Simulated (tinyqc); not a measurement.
Minority-electron transport through the base of a bipolar transistor (Moll-Ross and Kroemer integrals): one step, computed by the program tinyqc. Command: `OMP_NUM_THREADS=1 python tinyqc.py 3015411 3015412 out.jsonl base walk`. One thread of a shared host (Intel(R) Xeon(R) Processor @ 2.30GHz), about 0.01 s of CPU time with the checks.

Low injection, one dimension, x from the emitter edge (0) to the collector edge (W), s = x/W. Recombination is treated as a small correction (valid for tau_B well below tau_n), computed from the stored charge.

Problem. Gain and speed. Emitter-limited gain beta_E = G_E/G_B; recombination-limited gain beta_R = tau_n/tau_B; 1/beta = 1/beta_E + 1/beta_R; f_T from the base alone = 1/(2 pi tau_B).

Inputs (values chosen for the exercise, modelled on silicon): electron lifetime tau_n = 0.36 ns; emitter Gummel number G_E = 1.3e+13 s/cm^4; temperature T = 300 K.

Base doping profile: exponential. Gap grading: none. Exit of the base: saturation velocity.

base Gummel number G_B = 7.208592e+11 s/cm^4

base transit time tau_B = 16.89831 ps

Give: beta_E; beta_R; current gain beta; f_T from the base alone.

Solution.

beta_E = 18.03

beta_R = 21.30

current gain beta = 9.767

f_T from the base alone = 9.418 GHz

The gain is limited mainly by hole injection into the emitter (54 % of the base current).
